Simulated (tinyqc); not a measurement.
# Precursor delivery by bubblers, mass-transport growth and the solid composition of a III-V alloy, step by step

A worked calculation. Computed by tinyqc, a small Python program that keeps every step. Command: `OMP_NUM_THREADS=1 python tinyqc.py 3011298 3011299 out.jsonl movpe_thermo walk`. One thread of a shared host (Intel(R) Xeon(R) Processor @ 2.30GHz), about 0.02 s of CPU time with the checks. Intermediate numbers are printed to about 6 digits and carried at full precision; extremes and crossings named in words are read from the listed rows.

1 sccm = 44.615 micromol/min; 1 torr = 133.322 Pa. The sources decompose fully at the surface.

Inputs (values chosen for the exercise, modelled on trimethylgallium (source 1) and trimethylindium (source 2) for the vapour pressures):
```
quantity                                                value      unit
bath temperature T1                                       269         K
bath temperature T2                                       305         K
bubbler pressure p_b                                      600      torr
carrier flow F1                                           7.4      sccm
carrier flow F2                                           190      sccm
total flow F_t                                            7.3       slm
group-V flow F_V                                           58      sccm
reactor pressure p                                        100      torr
growth temperature T                                     1070         K
diffusivity at 273 K and 760 torr                        0.39    cm^2/s
flow cross-section A                                       61      cm^2
distance from the leading edge z                          7.4        cm
lattice constant a                                       5.55  angstrom
interaction L0 of the solid                              3.98    kJ/mol
vapour fraction x_v of D among the group-V sources       0.21         -
exchange energy dG_x of AC + (1/2) D2 -> AD + (1/2) C2     19    kJ/mol
```

Alloy: mixing on the group-V sites.

constants a, b of source 1 (log10 torr, K): 8.088  1703

constants a, b of source 2 (log10 torr, K): 10.51  3014

Constants: k_B = 1.380649e-23 J/K; R = 8.314462618 J/(mol K).

## Bubblers

log10 p_v = a - b/T_bath; molar flow = F x 44.615 x p_v/(p_b - p_v) for a saturated bubbler.

vapour pressure 1 = 57.1669 torr

molar flow 1 = 34.7689 micromol/min

vapour pressure 2 = 4.24652 torr

molar flow 2 = 60.4228 micromol/min

One kelvin of bath error changes flow 1 by 6.0 % and flow 2 by 7.5 %.

## Partial pressures in the reactor

p_i = p n_i/(44615 F_t), F_t in slm; p_V = p F_V/(1000 F_t), counted per molecule supplied; V/III = 44.615 F_V/(n1 + n2); vapour fraction of source 2 = n2/(n1 + n2).

p_1 = 0.0106755 torr

p_2 = 0.0185523 torr

p_V = 0.794521 torr

V/III ratio = 27.1838

vapour fraction of source 2 = 0.634748

## Mass transport

Mean velocity u = (F_t/A)(760/p)(T/273); D = D0 (T/273)^1.75 (760/p); boundary layer delta = sqrt(pi D z/u); flux = D dp/(delta k_B T); growth rate = flux x a^3/4.

velocity u = 59.4123 cm/s

D = 32.3605 cm^2/s

boundary layer delta = 3.55844 cm

growth rate per torr of group III = 126.273 micrometre/(h torr)

Caution: the boundary layer is a quarter or more of the root of the cross-section, so it fills much of the channel and depletion along the flow matters.

## Solid composition

At high V/III the group-V pressures at the surface equal those supplied, as dimers: p_D2/p_C2 = x_v/(1 - x_v). Equilibrium of the solid AC(1-x)D(x), A standing for the mix of both group-III metals: ln[x/(1 - x)] + L0 (1 - 2x)/(R T) = -dG_x/(R T) + (1/2) ln[x_v/(1 - x_v)]. Growth rate = rate per torr x (p_1 + p_2). Sensitivity dx/dx_v = [1/(2 x_v (1 - x_v))]/[1/(x (1 - x)) - 2 L0/(R T)].

solid fraction x = 0.0387603

distribution coefficient x/x_v = 0.184573

dx/dx_v = 0.116163

growth rate = 3.69068 micrometre/h

The solid is poorer in D than the vapour. The growth rate is set by group III alone.

## Solid against vapour

At high V/III the group-V pressures at the surface equal those supplied, as dimers: p_D2/p_C2 = x_v/(1 - x_v). Equilibrium of the solid AC(1-x)D(x), A standing for the mix of both group-III metals: ln[x/(1 - x)] + L0 (1 - 2x)/(R T) = -dG_x/(R T) + (1/2) ln[x_v/(1 - x_v)].

Composition:
```
x_v          x  x for L0 = 0     x/x_v
0.02  0.010779      0.016600  0.538954
0.05  0.017297      0.026393  0.345935
0.10  0.025107      0.037896  0.251067
0.25  0.043374      0.063865  0.173498
0.50  0.074732      0.105677  0.149463
0.75  0.127944      0.169895  0.170592
0.90  0.215593      0.261717  0.239548
0.95  0.301267      0.339963  0.317123
0.98  0.439277      0.452700  0.448241
```

dG_x = 19 kJ/mol favours AC: at x_v = 1/2 the ideal solid has x = 0.106. The positive L0 pushes x away from 1/2, to 0.075, and steepens the curve near x = 1/2; at L0 = 2 R T = 17.8 kJ/mol the slope would diverge.

Checks made by the program: the sensitivity to the bath against a difference (relative difference below 1e-10).
